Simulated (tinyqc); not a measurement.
Line constants from open and short measurements.

Problem. A uniform line of length len, under a quarter wavelength, has Z_open = Zc coth(gamma len) and Z_short = Zc tanh(gamma len); gamma Zc = r + i w l and gamma/Zc = g + i w c, w = 2 pi f. Find r, l and c.

Inputs (values chosen for the exercise): length len = 0.67 mm; frequency f = 1.6 GHz.

Zin with the far end open = 10.4037-1627.6645i ohm
Zin with the far end shorted = 6.7866332+3.4463159i ohm

Solution. The product of the two impedances is Zc^2 and their ratio tanh^2(gamma len); the principal branch holds below a quarter wavelength.

r = 10.1 ohm/mm
l = 0.513 nH/mm
c = 91.1 pF/m

Numbers from tinyqc (`OMP_NUM_THREADS=1 python tinyqc.py 2810129 2810130 out.jsonl`; about 0.01 s on one thread of a shared Intel Xeon 2.30GHz).
